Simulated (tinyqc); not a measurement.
## Via and link resistance from two via chains

Inverse problem. A chain of 5000 vias joined by 5000 metal links has R = 5000 (Rv + Rlink), with Rlink proportional to the link length. Find Rv, Rlink for length L, and the value of Rv that the short chain would give if the links were ignored.

resistance of chains of 5000 links with link lengths L and 3 L (ohm): [1.015e5, 2.515e5]

Solution. R per link is a straight line in the link length; its intercept at zero length is Rv.

Rv = 5.30 ohm
Rlink = 15.0 ohm
Rv without correction = 20.3 ohm

Computed by the program tinyqc: `OMP_NUM_THREADS=1 python tinyqc.py 2750203 2750204 out.jsonl`, one thread of a shared Intel Xeon 2.30GHz, about 0.01 s for the whole run.
